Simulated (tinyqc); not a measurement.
Atomic layer deposition: Langmuir saturation, growth per cycle and coating of deep features: one step, computed by the program tinyqc.

Precursor A sticks only on free sites, so a long enough pulse saturates; co-reactant B then frees the sites again.

Problem. The first four cycles. One cycle from coverage th0: pulse A gives th1 = th_s + (th0 - th_s) exp(-(k_a + k_d) t), th_s = k_a/(k_a + k_d); the purge leaves th2 = th1 exp(-k_d t_p); pulse B converts c_B th2 into film and leaves th3 = (1 - c_B) th2. Growth = G c_B th2. Start from th0 = 0.

Inputs (values chosen for the exercise, modelled on aluminium oxide from trimethylaluminium and water):
```
quantity                              value      unit
growth per cycle at saturation G        1.2  angstrom
temperature T                           350         C
pulse time t                          0.016         s
co-reactant completion per pulse c_B   0.95         -
purge time t_p                          8.7         s
```

k_a = 129.5958 1/s

k_d = 0.03335984 1/s

Give: Cycles.

Solution.

Cycles:
```
cycle      th0     th1     th2      th3  growth (angstrom)
1      0.00000  0.8741  0.6539  0.03270             0.7455
2      0.03270  0.8782  0.6570  0.03285             0.7490
3      0.03285  0.8782  0.6570  0.03285             0.7490
4      0.03285  0.8782  0.6570  0.03285             0.7490
```
